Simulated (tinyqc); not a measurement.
Worked calculation: smearing for a one-band metal on the bcc lattice. Values are carried at full precision from step to step, so a last printed digit may differ when a step is redone from the rounded ones.

Lattice vectors (units of a): a1 = (-1/2, 1/2, 1/2), a2 = (1/2, -1/2, 1/2), a3 = (1/2, 1/2, -1/2). E(k) = -t A_1(k) - t2 A_2(k), A_m the sum of cos(k . R) over the 8 nearest and 6 second lattice vectors. Mesh k = sum (j_i/N) b_i, j_i = 0 .. N-1.

Values chosen for the exercise: t = 0.33 eV (nearest hopping); t2 = 0.03 eV (second hopping); N = 4 (unshifted mesh); ne = 0.81 (electrons per cell); sigma = 0.066 eV (width).

## Levels on the mesh

Evaluate the band and collect equal energies with their counts.

Distinct levels:
```
E_k (eV)  points
-2.8200        1
-1.3800       12
-0.0600        6
0.0600        30
0.1800         2
1.2600        12
2.4600         1
```

7 distinct levels; the mean spacing is 0.880 eV.

## Fermi level with cold (Marzari-Vanderbilt) smearing

With x = (E_k - mu)/sigma: cold (Marzari-Vanderbilt) with y = x + 1/sqrt(2), f = erfc(y)/2 + exp(-y^2)/sqrt(2 pi), s = y exp(-y^2)/sqrt(2 pi). With weights w = points/N^d (d the dimension), mu solves 2 sum w f = ne; E = 2 sum w f E_k, S = 2 sum w s, F = E - sigma S.

Weights w = points/total. Bisection from the lowest and highest level; ten steps are shown.

Bisection:
```
step  low (eV)  high (eV)  mu (eV)  electrons
1      -2.8200     2.4600  -0.1800     0.4064
2      -0.1800     2.4600   1.1400     1.5941
3      -0.1800     1.1400   0.4800     1.5938
4      -0.1800     0.4800   0.1500     1.6185
5      -0.1800     0.1500  -0.0150     0.5889
6      -0.0150     0.1500   0.0675     1.0538
7      -0.0150     0.0675   0.0262     0.7333
8       0.0262     0.0675   0.0469     0.8662
9       0.0262     0.0469   0.0366     0.7927
10      0.0366     0.0469   0.0417     0.8276
```

## Occupations and energies

Converge mu, then list x, f and s of each level and form the sums.

mu = 0.0392 eV

x, f and s of each level:
```
E_k (eV)       x       f        s
-2.8200   -43.32  1.0000   0.0000
-1.3800   -21.50  1.0000   0.0000
-0.0600    -1.50  1.0816  -0.1685
0.0600      0.32  0.2143   0.1434
0.1800      2.13  0.0002   0.0004
1.2600     18.50  0.0000   0.0000
2.4600     36.68  0.0000   0.0000
```

E = -0.6057 eV
S = 0.1029
F = -0.6125 eV
(E + F)/2 = -0.6091 eV

Levels with f between 0.001 and 0.999: 1. f leaves the range 0 to 1: it runs from 0.0000 to 1.0816. For this scheme F itself has no term in sigma^2, so F is the estimate of the energy at zero width. That argument needs a smooth density of states, and the number of distinct levels within 2 sigma of mu is only 2, so it may fail on this mesh.

## Checks

- The slope dF/d sigma by finite differences against -S: both -0.10286.
- The slope dF/d ne by finite differences against mu (eV): both 0.039187.

Computed by tinyqc, a small Python program: `OMP_NUM_THREADS=1 python tinyqc.py 1682463 1682464 out.jsonl` (the numbers bound the seed that draws the inputs); one thread of a shared host (Intel(R) Xeon(R) Processor @ 2.30GHz), about 0.3 s for the whole set of steps.
